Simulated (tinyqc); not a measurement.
Inside a calculation. Method: Hartree-Fock atom on a uniform radial grid, spin-unpolarised, for Li+. Computed by tinyqc, a small Python program that keeps every step. Settings: Z = 3, points = 128, R = 5.2, functional = hf2, mixing = 0.6, iteration cap = 54. Command: `OMP_NUM_THREADS=1 python tinyqc.py 31132 31133 out.jsonl` (the two numbers bound the seeds that draw the settings). One thread of a shared host (Intel(R) Xeon(R) Processor @ 2.60GHz), about 0.04 s of CPU time with the checks. Later iterations appear only in the table of the cycle.

## Iteration 1

Spherical atom on a uniform radial grid r_j = j h with h = R/(N + 1), h sum u^2 = 1 and integrals as h times sums, u(0) = u(R) = 0 (atomic units):

| parameter | value |
|---|---|
| Z | 3 |
| points N | 128 |
| R | 5.200000 |
| h | 0.040310 |
| mixing | 0.600000 |
| electrons in 1s | 2 |

Three-point differences turn -u''/2 + [l(l+1)/2r^2 - Z/r + V] u = e u into a tridiagonal matrix (diagonal 1/h^2 + potential, off-diagonal -1/2h^2). D = sum f u^2; the Hartree potential y/r solves y'' = -D/r with y(0) = 0, y(R) = N_e; for two electrons in one orbital exchange is -V_H/2 (Hartree-Fock); E = sum f e - int D V + int D (V_H/2 + eps_xc); V(new) = V + mixing (V_H + v_xc - V).

eigenvalues (hartree): 1s -4.483667

Every 8th grid point:

| r | V in | u(1s) | D | V_H | v_xc |
|---|---|---|---|---|---|
| 0.322481 | 0.000000 | 1.272043 | 3.236189 | 4.437485 | -2.218743 |
| 0.644961 | 0.000000 | 0.969158 | 1.878535 | 2.910213 | -1.455106 |
| 0.967442 | 0.000000 | 0.553794 | 0.613377 | 2.042785 | -1.021393 |
| 1.289922 | 0.000000 | 0.281287 | 0.158245 | 1.547151 | -0.773576 |
| 1.612403 | 0.000000 | 0.133944 | 0.035882 | 1.239921 | -0.619961 |
| 1.934884 | 0.000000 | 0.061230 | 0.007498 | 1.033589 | -0.516794 |
| 2.257364 | 0.000000 | 0.027213 | 0.001481 | 0.885980 | -0.442990 |
| 2.579845 | 0.000000 | 0.011848 | 0.000281 | 0.775239 | -0.387620 |
| 2.902326 | 0.000000 | 0.005077 | 0.000052 | 0.689102 | -0.344551 |
| 3.224806 | 0.000000 | 0.002149 | 0.000009 | 0.620192 | -0.310096 |
| 3.547287 | 0.000000 | 0.000900 | 1.62e-06 | 0.563811 | -0.281906 |
| 3.869767 | 0.000000 | 0.000374 | 2.80e-07 | 0.516827 | -0.258413 |
| 4.192248 | 0.000000 | 0.000154 | 4.74e-08 | 0.477071 | -0.238536 |
| 4.514729 | 0.000000 | 0.000062 | 7.68e-09 | 0.442995 | -0.221497 |
| 4.837209 | 0.000000 | 0.000022 | 1.01e-09 | 0.413462 | -0.206731 |
| 5.159690 | 0.000000 | 2.12e-06 | 0 | 0.387620 | -0.193810 |

total energy = -7.09508654 hartree

## Iteration 2

As before.

eigenvalues (hartree): 1s -3.382215

Every 8th grid point:

| r | V in | u(1s) | D | V_H | v_xc |
|---|---|---|---|---|---|
| 0.322481 | 1.331246 | 1.210935 | 2.932725 | 4.227820 | -2.113910 |
| 0.644961 | 0.873064 | 0.987114 | 1.948788 | 2.848721 | -1.424361 |
| 0.967442 | 0.612836 | 0.616928 | 0.761199 | 2.027920 | -1.013960 |
| 1.289922 | 0.464145 | 0.346609 | 0.240275 | 1.543886 | -0.771943 |
| 1.612403 | 0.371976 | 0.183715 | 0.067503 | 1.239243 | -0.619621 |
| 1.934884 | 0.310077 | 0.093845 | 0.017614 | 1.033452 | -0.516726 |
| 2.257364 | 0.265794 | 0.046728 | 0.004367 | 0.885953 | -0.442977 |
| 2.579845 | 0.232572 | 0.022835 | 0.001043 | 0.775234 | -0.387617 |
| 2.902326 | 0.206731 | 0.011000 | 0.000242 | 0.689101 | -0.344551 |
| 3.224806 | 0.186058 | 0.005239 | 0.000055 | 0.620192 | -0.310096 |
| 3.547287 | 0.169143 | 0.002472 | 0.000012 | 0.563811 | -0.281906 |
| 3.869767 | 0.155048 | 0.001156 | 2.67e-06 | 0.516827 | -0.258413 |
| 4.192248 | 0.143121 | 0.000535 | 5.72e-07 | 0.477071 | -0.238536 |
| 4.514729 | 0.132898 | 0.000240 | 1.15e-07 | 0.442995 | -0.221497 |
| 4.837209 | 0.124038 | 0.000095 | 1.80e-08 | 0.413462 | -0.206731 |
| 5.159690 | 0.116286 | 0.000009 | 1.74e-10 | 0.387620 | -0.193810 |

total energy = -7.19357824 hartree

## Convergence

Stop when input and output potentials agree to 1e-7.

Course of the cycle (hartree):

| iteration | E | e(1s) | largest \|V(out) - V(in)\| |
|---|---|---|---|
| 1 | -7.09508654 | -4.483667 | 2.98e+00 |
| 2 | -7.19357824 | -3.382215 | 9.87e-01 |
| 3 | -7.20576455 | -2.995933 | 3.22e-01 |
| 4 | -7.20703552 | -2.858539 | 1.05e-01 |
| 5 | -7.20715987 | -2.808902 | 3.49e-02 |
| 6 | -7.20717198 | -2.790680 | 1.24e-02 |
| 7 | -7.20717319 | -2.783890 | 4.64e-03 |
| 8 | -7.20717332 | -2.781326 | 1.77e-03 |
| 9 | -7.20717333 | -2.780347 | 6.84e-04 |
| 10 | -7.20717334 | -2.779970 | 2.67e-04 |
| 11 | -7.20717334 | -2.779824 | 1.04e-04 |
| 12 | -7.20717334 | -2.779766 | 4.11e-05 |
| 13 | -7.20717334 | -2.779744 | 1.62e-05 |
| 14 | -7.20717334 | -2.779735 | 6.40e-06 |
| 15 | -7.20717334 | -2.779732 | 2.53e-06 |
| 16 | -7.20717334 | -2.779730 | 1.00e-06 |
| 17 | -7.20717334 | -2.779730 | 3.97e-07 |
| 18 | -7.20717334 | -2.779730 | 1.58e-07 |
| 19 | -7.20717334 | -2.779730 | 6.25e-08 |

Converged in 19 iterations. A uniform grid resolves the cusp poorly: for a bare nucleus this grid gives 1s at -4.48367 against -Z^2/2 = -4.5 hartree. Before convergence this energy mixes input and output and is not variational, so it may rise towards its limit.
